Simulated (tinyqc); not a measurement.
Changing the lattice temperature T: two-valley model of the transferred-electron effect. Computed by tinyqc, a small Python program. Command: `OMP_NUM_THREADS=1 python tinyqc.py 3002631 3002632 out.jsonl gunn sweep`. One thread of a shared host (Intel(R) Xeon(R) Processor @ 2.30GHz), about 0.02 s of CPU time with the checks.

Both kinds of valley share one electron temperature T_e, and each has a constant mobility.

Inputs (values chosen for the exercise, modelled on CdTe):
```
quantity,value,unit
central-valley mass m1,0.097,m_0
satellite-valley mass m2,0.32,m_0
satellite valleys Z,4,-
valley separation dE,0.51,eV
central-valley mobility mu1,1200,cm^2/(V s)
satellite-valley mobility mu2,68,cm^2/(V s)
energy relaxation time tau_E,0.83,ps
```

Solver: damped fixed point.

Constants: k_B = 8.617333262e-05 eV/K.

Method. Density-of-states ratio R = Z (m2/m1)^(3/2); n2/n1 = R exp(-dE/(k_B T_e)); mean mobility mu = (mu1 + mu2 n2/n1)/(1 + n2/n1); energy balance e mu F^2 = (3/2) k_B (T_e - T)/tau_E; v = mu F. Using T_e as the parameter, F(T_e) = sqrt(3 k_B (T_e - T)/(2 e mu tau_E)) and v = mu F; find the first maximum and the next minimum of v, and the most negative dv/dF between them.

One run for each value:
```
lattice temperature T (K),peak velocity (1e7 cm/s),threshold field (kV/cm),peak-to-valley ratio,most negative differential mobility (cm^2/(V s))
77,1.3671,15.415,1.1253,-96.583
110,1.3505,15.436,1.1169,-90.916
140,1.3353,15.464,1.1093,-85.774
200,1.3052,15.557,1.0942,-75.536
270,1.2704,15.738,1.0769,-63.709
370,1.2215,16.178,1.0531,-47.161
510,1.1562,17.400,1.0233,-25.044
```

Describe and explain the trends.

Over the rows, peak velocity (1e7 cm/s) falls from 1.37 to 1.16 (exponent d ln y / d ln x -0.034 between the first rows and -0.17 between the last); threshold field (kV/cm) rises from 15.4 to 17.4 (exponent d ln y / d ln x 0.0037 between the first rows and 0.23 between the last); peak-to-valley ratio falls from 1.13 to 1.02 (exponent d ln y / d ln x -0.021 between the first rows and -0.089 between the last). The mobilities are held fixed, so T acts only through T_e - T in the energy balance: a hotter lattice reaches the transfer temperature with less power, and v^2 = (3/2) mu k_B (T_e - T)/(e tau_E) is lower there. Left out: 700 (no negative differential mobility).

Extremes, crossings and ranges named in words are read from the listed rows.
